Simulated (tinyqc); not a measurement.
Stretching all distances: RHF, UHF, MP2, CISD and CCSD against full CI in the sto-3g basis, for H2, spin multiplicity 1. Computed by the program tinyqc with PySCF. All coordinates are multiplied by the scale. c0^2 is the weight of the RHF determinant in the lowest singlet FCI state (UHF is spin-contaminated and may lie near states of higher spin) and n(LUMO) the first natural occupation beyond the occupied space.

Geometry (angstrom):

| atom | x | y | z |
|---|---|---|---|
| H | 0.0000 | 0.0000 | 0.0000 |
| H | 0.0000 | 0.0000 | 0.6580 |

Full CI energy (hartree) and errors against it (kcal/mol):

| scale | distance 1-2 (angstrom) | E(FCI) | RHF | UHF | MP2 | CISD | CCSD | <S^2> UHF | c0^2 | n(LUMO) |
|---|---|---|---|---|---|---|---|---|---|---|
| 0.960 | 0.632 | -1.12589 | 10.195 | 10.195 | 3.410 | 0.000 | 0.000 | 0.000 | 0.991 | 0.017 |
| 1.140 | 0.750 | -1.13711 | 13.159 | 13.159 | 4.766 | 0.000 | 0.000 | 0.000 | 0.987 | 0.026 |
| 1.320 | 0.869 | -1.12567 | 16.855 | 16.855 | 6.534 | 0.000 | 0.000 | 0.000 | 0.980 | 0.040 |
| 1.500 | 0.987 | -1.10387 | 21.426 | 21.426 | 8.805 | 0.000 | 0.000 | 0.000 | 0.971 | 0.059 |
| 1.670 | 1.099 | -1.07945 | 26.707 | 26.707 | 11.507 | 0.000 | 0.000 | 0.000 | 0.958 | 0.084 |
| 1.850 | 1.217 | -1.05292 | 33.468 | 32.010 | 15.043 | 0.000 | 0.000 | 0.196 | 0.940 | 0.120 |
| 2.210 | 1.454 | -1.00576 | 50.845 | 27.361 | 24.221 | 0.000 | 0.000 | 0.643 | 0.887 | 0.227 |

Estimate the missing row, scale = 2.03.

Computed row:
```
scale  distance 1-2 (angstrom)    E(FCI)     RHF     UHF     MP2   CISD   CCSD  <S^2> UHF   c0^2  n(LUMO)
2.030                    1.336  -1.02789  41.520  31.423  19.304  0.000  0.000      0.464  0.916    0.168
```

UHF parts from RHF first at scale 1.85 of those listed, where <S^2> leaves zero. The weight c0^2 goes from 0.99 to 0.89 and n(LUMO) from 0.02 to 0.23: static correlation grows as the bonds break into open-shell fragments. The spread of the error along the curve, which distorts its shape, is CISD 0.0, CCSD 0.0, MP2 20.8, UHF 21.8, RHF 40.7 kcal/mol. With two electrons CISD and CCSD are exact.
